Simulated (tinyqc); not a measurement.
# Capacitances against the relative permittivity between the lines

Endless row of lines of width wl, height tl and space sl between grounded planes at distance hd; e2 fills the gaps beside the lines, e1 the rest. Laplace's equation is solved on meshes of 3, 6 and 12 steps per unit u and extrapolated (Aitken), which is good to about 0.2 %. C_even (all lines at 1 V) is the capacitance Cg to the planes; C_odd (neighbours in antiphase) = Cg + 4 Cc if only nearest neighbours couple, which defines Cc; total with quiet neighbours Cg + 2 Cc. Plate values 2 eps0 e1 wl/hd and eps0 e2 tl/sl.

Values chosen for this exercise:
- e1 = 3 (relative permittivity above and below the lines)
- wl = 6 u (line width, in units u)
- tl = 10 u (line height)
- sl = 8 u (space between lines)
- hd = 8 u (distance to each plane)

Constants: eps0 = 8.8541878128e-12 F/m. Results are converted to the units shown.

The same in every row: plate Cg (aF/um) = 39.8.

Capacitances against the relative permittivity between the lines:

| e2 | Cg (aF/um) | Cc (aF/um) | Cg + 2 Cc (aF/um) | C_odd (aF/um) | plate Cc (aF/um) | share of coupling, 2 Cc/(Cg + 2 Cc) (%) |
|---|---|---|---|---|---|---|
| 1 | 79.6 | 17.2 | 114 | 148 | 11.1 | 30.2 |
| 1.5 | 81.3 | 22.5 | 126 | 171 | 16.6 | 35.6 |
| 2 | 82.7 | 27.9 | 138 | 194 | 22.1 | 40.3 |
| 2.5 | 83.7 | 33.3 | 150 | 217 | 27.7 | 44.3 |
| 3 | 84.6 | 38.8 | 162 | 240 | 33.2 | 47.8 |
| 3.9 | 85.8 | 48.6 | 183 | 280 | 43.2 | 53.1 |
| 5 | 86.9 | 60.6 | 208 | 329 | 55.3 | 58.3 |
| 7 | 88.2 | 82.6 | 253 | 419 | 77.5 | 65.2 |

What does the comparison show?

As e2 goes from 1 to 7, Cg rises from 79.6 to 88.2 aF/um, Cc rises from 17.2 to 82.6 aF/um and the share of coupling rises from 30.2 to 65.2 %. Cg is 2.00 times its plate value in the first row and 2.21 times in the last; for Cc the ratios are 1.55 and 1.07. Neighbours in antiphase raise the load by a factor of 1.30 and 1.65 over quiet ones.

Numbers from tinyqc (`OMP_NUM_THREADS=1 python tinyqc.py 2790162 2790163 out.jsonl`; about 1 s on one thread of a shared Intel Xeon 2.30GHz).
